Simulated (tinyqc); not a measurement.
# Trap density from one capacitance

Question. Traps spread evenly through the insulator exchange electrons with the semiconductor by tunnelling, with tau(x) = t0 exp(2 ka x) at depth x from the interface. The admittance per area Y seen at depth x obeys dY/dx = -Y^2/(i w eps0 eox) + q Nb ln(1 + i w tau)/tau, with Y(0) = i w Cs and w = 2 pi f; the gate sees Y(tox) = G + i w C. Working variable y = Y/(i w), in uF/cm^2. Cox = eps0 eox/tox. Find Nb and G/w.

Inputs (values chosen for the exercise):
```
symbol,value,unit,meaning
eox,18.9,,relative permittivity of the insulator
tox,7.1,nm,insulator thickness
Cs,2.1,uF/cm^2,semiconductor capacitance in accumulation
ka,6,1/nm,decay constant of the wave function in the insulator
t0,3e-10,s,time constant of a trap at the interface
f,1000,Hz,frequency
```

Constants: q = 1.602176634e-19 C, eps0 = 8.8541878128e-14 F/cm where lengths are in cm. Results are converted to the units shown.

C = 1.3669794 uF/cm^2

Solution. C rises steadily with Nb, so one density matches; in practice ka and t0 must come from the frequency dependence.

Nb = 5.000e19 cm^-3 eV^-1
G/w = 0.02803 uF/cm^2

Program tinyqc, `OMP_NUM_THREADS=1 python tinyqc.py 2202136 2202137 out.jsonl`; Intel Xeon 2.30GHz, shared host, one thread, about 0.6 s.
